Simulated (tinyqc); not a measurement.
Grain-boundary trapping model (Seto) of a polycrystalline semiconductor film: one step, computed by the program tinyqc.

Grains of equal size L are joined by thin boundaries with one trap level. Trapped carriers deplete a width W on each side and raise a barrier, crossed by thermionic emission. Dopants are fully ionised, statistics are non-degenerate and mu_g does not depend on T.

Question. Activation energy. N_c(T) = N_c (T/300 K)^(3/2). Filled traps Q = Q_t/(1 + (1/2) exp((E_t* - E_F)/k_B T)), where E_t* = e V_B - E_t and E_F are counted from the band edge at the grain centre. Partial depletion: Q = 2 N W, V_B = e N W^2/(2 eps eps_0), E_F = k_B T ln(N/N_c); solve for W. If that W would exceed L/2 the grain is fully depleted: W = L/2, Q = N L, and E_F follows from the trap equation. Centre density n_0 = N_c exp(E_F/k_B T). Boundary: sigma_b = L e^2 n_0 exp(-e V_B/k_B T)/sqrt(2 pi m k_B T); drift through the grain, depleted parts included: rho_g = [(1 - 2W/L) + (2W/L) int_0^1 exp(y^2 s^2) ds]/(e n_0 mu_g); rho = 1/sigma_b + rho_g. Mean carrier density n_av = n_0 [(1 - 2W/L) + (2W/L) (sqrt(pi)/2) erf(y)/y], y = sqrt(e V_B/k_B T); effective mobility 1/(e n_av rho). E_a = d ln(rho)/d(1/k_B T) from T - 5 K and T + 5 K; temperature coefficient d ln(rho)/dT.

Inputs (values chosen for the exercise, modelled on polycrystalline germanium):
```
quantity,value,unit
permittivity eps,16,-
effective mass m,0.2,m_0
"effective density of states at 300 K, N_c",6.1e+18,1/cm^3
grain size L,140,nm
trap density Q_t,9.3e+11,1/cm^2
trap level E_t below the band edge,0.23,eV
doping N,1.6e+16,1/cm^3
mobility inside the grains mu_g,640,cm^2/(V s)
temperature T,400,K
```

Grain interior: resistance included.

Constants: k_B = 8.617333262e-05 eV/K; e = 1.602176634e-19 C; eps_0 = 8.8541878128e-12 F/m; m_0 = 9.1093837015e-31 kg; k_B = 1.380649e-23 J/K.

Give: activation energy E_a; temperature coefficient.

Answer.

activation energy E_a = 0.2599 eV

temperature coefficient = -1.886 %/K
